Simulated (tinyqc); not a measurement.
Worked calculation: G0W0 on RHF in the sto-6g basis, for BeH2, spin multiplicity 1. One step of it, computed by the program tinyqc.

Task: G0W0 on Hartree-Fock: HOMO. W(p,q,m) = sqrt2 sum_ia (pq|ia) (X+Y)_ia,m; Sigma_c(x) = sum_(i,m) W^2/(x - e_i + w_m) + sum_(a,m) W^2/(x - e_a - w_m); solve x = e_p + Sigma_c(x) by Newton steps; Z = 1/(1 - dSigma/dx); 1 hartree = 27.211386 eV.

orbital energies (hartree): MO1 -4.600546, MO2 -0.425399, MO3 -0.384904, MO4 0.210269, MO5 0.210269, MO6 0.370857, MO7 0.728811

Two-electron integrals over orbitals (pq|rs), unique and non-zero (hartree):
```
(11|11) 2.280950    (21|11) -0.188725   (21|21) 0.024557    (22|11) 0.463040
(22|21) -0.005774   (22|22) 0.377924    (31|31) 0.005265    (32|31) 0.011335
(32|32) 0.160771    (33|11) 0.425825    (33|21) -0.002126   (33|22) 0.390267
(33|33) 0.413390    (41|41) 0.016026    (42|41) 0.014733    (42|42) 0.047062
(43|43) 0.012767    (44|11) 0.570059    (44|21) -0.006907   (44|22) 0.355134
(44|33) 0.338418    (44|44) 0.450117    (51|51) 0.016026    (52|51) 0.014733
(52|52) 0.047062    (53|53) 0.012767    (54|54) 0.024258    (55|11) 0.570059
(55|21) -0.006907   (55|22) 0.355134    (55|33) 0.338418    (55|44) 0.401601
(55|55) 0.450117    (61|11) -0.200402   (61|21) 0.026709    (61|22) -0.006336
(61|33) -0.002982   (61|44) -0.005418   (61|55) -0.005418   (61|61) 0.029174
(62|11) 0.138509    (62|21) -0.006502   (62|22) -0.016677   (62|33) -0.041726
(62|44) 0.065900    (62|55) 0.065900    (62|61) -0.005764   (62|62) 0.082922
(63|31) -0.000578   (63|32) -0.092201   (63|63) 0.085762    (64|41) 0.016299
(64|42) 0.046736    (64|64) 0.050328    (65|51) 0.016299    (65|52) 0.046736
(65|65) 0.050328    (66|11) 0.473217    (66|21) -0.007257   (66|22) 0.379984
(66|33) 0.390567    (66|44) 0.356976    (66|55) 0.356976    (66|61) -0.007454
(66|62) -0.026699   (66|66) 0.396630    (71|31) 0.009965    (71|32) 0.017915
(71|63) 0.000122    (71|71) 0.019043    (72|31) 0.004392    (72|32) -0.040987
(72|63) 0.062911    (72|71) 0.008184    (72|72) 0.057947    (73|11) 0.149508
(73|21) -0.003970   (73|22) -0.000939   (73|33) -0.018355   (73|44) 0.068876
(73|55) 0.068876    (73|61) -0.003509   (73|62) 0.078555    (73|66) -0.019703
(73|73) 0.086932    (74|43) 0.013361    (74|74) 0.016908    (75|53) 0.013361
(75|75) 0.016908    (76|31) 0.010012    (76|32) 0.140664    (76|63) -0.090851
(76|71) 0.016291    (76|72) -0.048714   (76|76) 0.136656    (77|11) 0.550817
(77|21) -0.007245   (77|22) 0.404853    (77|33) 0.421367    (77|44) 0.379612
(77|55) 0.379612    (77|61) -0.007600   (77|62) -0.020933   (77|66) 0.415012
(77|73) 0.001392    (77|77) 0.459161
```

excitation energies w (hartree): [0.620181, 0.620181, 0.723377, 0.723377, 0.874242, 0.890594, 1.290591, 1.316233, 4.842808, 4.842808, 5.029426, 5.367331]

X + Y:
```
            1          2          3          4          5          6          7         8
1>4  0.000000   0.000000  -0.000068  -0.011590   0.000000   0.000000   0.000000  0.000000
1>5  0.000000   0.000000  -0.011590   0.000068   0.000000   0.000000   0.000000  0.000000
1>6  0.000000   0.000000   0.000000   0.000000   0.000000   0.003105   0.000000  0.003832
1>7  0.000000   0.000000   0.000000   0.000000   0.001854   0.000000  -0.005871  0.000000
2>4  0.000000   0.000000   0.005504   0.937391   0.000000   0.000000   0.000000  0.000000
2>5  0.000000   0.000000   0.937391  -0.005504   0.000000   0.000000   0.000000  0.000000
2>6  0.000000   0.000000   0.000000   0.000000   0.000000   0.891199   0.000000  0.259905
2>7  0.000000   0.000000   0.000000   0.000000  -0.311249   0.000000   0.910327  0.000000
3>4  0.977593  -0.063146   0.000000   0.000000   0.000000   0.000000   0.000000  0.000000
3>5  0.063146   0.977593   0.000000   0.000000   0.000000   0.000000   0.000000  0.000000
3>6  0.000000   0.000000   0.000000   0.000000   0.895009   0.000000   0.207291  0.000000
3>7  0.000000   0.000000   0.000000   0.000000   0.000000  -0.373684   0.000000  0.866979

            9        10         11        12
1>4  0.000000  0.996681   0.000000  0.000000
1>5  0.996681  0.000000   0.000000  0.000000
1>6  0.000000  0.000000   0.994212  0.000000
1>7  0.000000  0.000000   0.000000  0.996452
2>4  0.000000  0.001628   0.000000  0.000000
2>5  0.001628  0.000000   0.000000  0.000000
2>6  0.000000  0.000000  -0.000755  0.000000
2>7  0.000000  0.000000   0.000000  0.001384
3>4  0.000000  0.000000   0.000000  0.000000
3>5  0.000000  0.000000   0.000000  0.000000
3>6  0.000000  0.000000   0.000000  0.000022
3>7  0.000000  0.000000  -0.000668  0.000000
```

Give: The 12 largest terms at x = e_p; Newton steps; quasiparticle energy of the HOMO; Hartree-Fock value.

Result:

The 12 largest terms at x = e_p (hartree; W for the signs of X + Y given):
```
q   m        W       term
2   5  -0.0986     0.0106
7   8   0.1354    -0.0075
6   7   0.1061    -0.0055
2   7  -0.0799     0.0048
6   5   0.0809    -0.0040
3   6  -0.0429     0.0021
7   6   0.0531    -0.0014
3   8  -0.0379     0.0011
4   1   0.0177  -2.56e-04
5   2   0.0177  -2.56e-04
2  12   0.0252   1.17e-04
1  12   0.0141   2.06e-05
```

Newton steps (hartree):
```
step        x  Sigma_c(x)       Z
0     -0.3849   -2.52e-04  0.9730
1     -0.3851   -2.46e-04  0.9730
2     -0.3851   -2.46e-04  0.9730
```

quasiparticle energy of the HOMO = -10.4804 eV

Hartree-Fock value = -10.4738 eV
